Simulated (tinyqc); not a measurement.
Tight binding, kagome lattice, step by step. Computed by tinyqc, a small Python program that keeps every step. Settings: t1 = 1.62, t2 = 1.62, delta = 0.03, bands filled = 2. Command: `OMP_NUM_THREADS=1 python tinyqc.py 25306 25307 out.jsonl` (the two numbers bound the seeds that draw the settings). One thread of a shared host (Intel(R) Xeon(R) Processor @ 2.60GHz), about 0.01 s of CPU time with the checks.

## Bloch Hamiltonian at k

Parameters chosen for this model:
```
parameter,value,unit
t1,1.620000,"eV, up triangles"
t2,1.620000,"eV, down triangles"
delta,0.030000,eV on site C
```

k point k (fractions of the reciprocal vectors): 0.44000  -0.05000

H_AB = -t1 - t2 exp(-i k.a1), H_AC = -t1 - t2 exp(-i k.a2), H_BC = -t1 - t2 exp(i k.(a1 - a2)), H_CC = delta.

H(k) at k (eV):
```
,A,B,C
A,0.00000,-0.11376+0.59636i,-3.16071-0.50061i
B,-0.11376-0.59636i,0.00000,-0.00320-0.10172i
C,-3.16071+0.50061i,-0.00320+0.10172i,0.03000
```

## Levels at k

Diagonalise the Hermitian matrix.

eigenvalues (eV): -3.26287  0.03828  3.25459

weights |c|^2 of the basis functions:
```
,band 1,band 2,band 3
A,0.49890,0.00095,0.50016
B,0.02340,0.96448,0.01212
C,0.47770,0.03458,0.48772
```

## Bloch Hamiltonian at K

k point K (fractions of the reciprocal vectors): 0.33333  0.66667

As before.

H(k) at K (eV):
```
,A,B,C
A,0.00000,-0.81000+1.40296i,-0.81000-1.40296i
B,-0.81000-1.40296i,0.00000,-0.81000+1.40296i
C,-0.81000+1.40296i,-0.81000-1.40296i,0.03000
```

## Levels at K

As before.

eigenvalues (eV): -1.62000  -1.60004  3.25004

weights |c|^2 of the basis functions:
```
,band 1,band 2,band 3
A,0.50000,0.16804,0.33196
B,0.50000,0.16804,0.33196
C,0.00000,0.66391,0.33609
```

## Bands along a path

The same steps at evenly spaced points between the labelled ones.

Bands along the path (eV):
```
k,band 1,band 2,band 3
G,-6.47002,3.24000,3.26002
G-K 0.33,-5.71243,2.49689,3.24554
G-K 0.67,-3.79456,0.57761,3.24695
K,-1.62000,-1.60004,3.25004
K-M 0.33,-2.46704,-0.75516,3.25220
K-M 0.67,-3.02964,-0.19454,3.25418
M,-3.22503,0,3.25503
M-K' 0.33,-3.02964,-0.19454,3.25418
M-K' 0.67,-2.46704,-0.75516,3.25220
K',-1.62000,-1.60004,3.25004
```

With 2 band(s) filled, the highest filled level on these points lies at G and the lowest empty one at G-K 0.33: a gap of 0.0055 eV, indirect.
